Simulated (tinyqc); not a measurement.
Three-phonon processes in a diatomic chain: dispersion, energy and momentum conservation, and decay channels of optical phonons. Changing the heavy mass M. Computed by tinyqc, a small Python program. Command: `OMP_NUM_THREADS=1 python tinyqc.py 3120214 3120215 out.jsonl threeph sweep`. One thread of a shared host (Intel(R) Xeon(R) Processor @ 2.30GHz), about 0.01 s of CPU time with the checks.

Cell length a, two atoms, one spring constant. x = q a/pi runs from -1 to 1; A and O are the acoustic and optical branches. Matrix elements are not computed: only conservation laws and occupation factors are followed.

Inputs (values chosen for the exercise, for a model chain): light mass m = 12 u; spring constant k = 14 eV/angstrom^2.

Constants: nu for 1 eV/(angstrom^2 u) = 15.6333042 THz.

Method. omega^2 = k (1/m + 1/M) -/+ k sqrt((1/m + 1/M)^2 - 4 sin^2(pi x/2)/(m M)); nu = 15.6333042 THz x sqrt(omega^2) for eV/(angstrom^2 u). Acoustic top sqrt(2 k/M), optical bottom sqrt(2 k/m), optical top sqrt(2 k (1/m + 1/M)).

One run for each value; columns: (1) heavy mass M (u); (2) optical top over twice the acoustic top; (3) optical bottom over twice the acoustic top; (4) optical width over acoustic top; (5) acoustic top (THz):
```
(1)      (2)     (3)      (4)     (5)
12.6  0.7159  0.5123  0.40709  23.305
15.6  0.7583  0.5701  0.37640  20.944
19.2  0.8062  0.6325  0.34754  18.879
24.0  0.8660  0.7071  0.31784  16.886
30.0  0.9354  0.7906  0.28969  15.103
34.8  0.9874  0.8515  0.27190  14.023
42.0  1.0607  0.9354  0.25049  12.765
54.0  1.1726  1.0607  0.22389  11.257
72.0  1.3229  1.2247  0.19626   9.749
```

What does the table show?

Over the rows, optical top over twice the acoustic top rises from 0.716 to 1.32 (exponent d ln y / d ln x 0.27 between the first rows and 0.42 between the last); optical bottom over twice the acoustic top rises from 0.512 to 1.22 (exponent d ln y / d ln x about 0.50 throughout); optical width over acoustic top falls from 0.407 to 0.196 (exponent d ln y / d ln x -0.37 between the first rows and -0.46 between the last).
